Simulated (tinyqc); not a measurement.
Vibrations of a mass or spring defect in a linear chain. From one set of inputs to another, one input at a time. Computed by tinyqc, a small Python program. Command: `OMP_NUM_THREADS=1 python tinyqc.py 3022757 3022758 out.jsonl localmode ladder`. One thread of a shared host (Intel(R) Xeon(R) Processor @ 2.30GHz), about 0.05 s of CPU time with the checks.

A ring of N atoms with nearest-neighbour springs k and motion along the chain. Atom 1 is the defect, of mass M', and its two springs are k'. Odd sites are A (the defect replaces an A atom), even sites B.

The inputs printed are set A. Inputs not listed in the table keep their values of set A, so the rows need not describe a real material.

Inputs (values chosen for the exercise, for a model chain):
```
quantity                         value           unit
spring constant k                    4  eV/angstrom^2
mass M_A                          19.5              u
mass M_B                            55              u
defect mass M'                    11.4              u
spring ratio k'/k at the defect      1              -
isotope mass step                    1              u
```

Host: diatomic.

Constants: nu for 1 eV/(angstrom^2 u) = 15.6333042 THz.

Method:
- Host bands: lambda from 0 to 2k/M(heavy) and from 2k/M(light) to 2k (1/M_A + 1/M_B).
- nu = 15.6333042 THz x sqrt(lambda), lambda in eV/(angstrom^2 u).
- D_ii = (sum of the two springs at i)/M_i, D_ij = -k_ij/sqrt(M_i M_j) for neighbours, closed into a ring.
- The same matrix for 120 atoms; amplitudes are the mass-weighted eigenvector, in size, relative to the defect, for the highest mode; its weight is the squared component of the normalised eigenvector on the defect.
- Raise M' by the isotope step in the 120-atom ring. First order, good only for a step much smaller than M': Delta nu/nu = -(1/2) (weight on the defect) Delta M'/M'; a defect vibrating against fixed neighbours would give sqrt(M'/(M' + step)) - 1.

Each row keeps all changes above it:
```
input moved                        from    to  highest frequency, long ring (THz)  weight of the highest mode on the defect  shift, exact (%)
set A                                 -     -                              13.868                                   0.86196           -3.5136
mass M_A (u)                       19.5  91.3                              13.829                                   0.88615           -3.6353
spring constant k (eV/angstrom^2)     4  1.83                               9.354                                   0.88615           -3.6353
defect mass M' (u)                 11.4  36.8                               5.962                                   0.59113           -0.7816
spring ratio k'/k at the defect       1  0.97                               5.885                                   0.58252           -0.7699
mass M_B (u)                         55  45.7                               6.116                                   0.51635           -0.6816
```

Which inputs carry the difference?

Highest frequency, long ring goes from 13.9 to 6.12, a factor 0.441 in all. The largest single move comes from defect mass M' (a factor 0.637). Weight of the highest mode on the defect goes from 0.862 to 0.516, a factor 0.599 in all. The largest single move comes from defect mass M' (a factor 0.667). shift, exact goes from -3.51 to -0.682, +2.83 in all. The largest single move comes from defect mass M' (+2.85). The single moves hold for this order of the switches; the total does not depend on the order.

Extremes, crossings and ranges named in words are read from the listed rows.
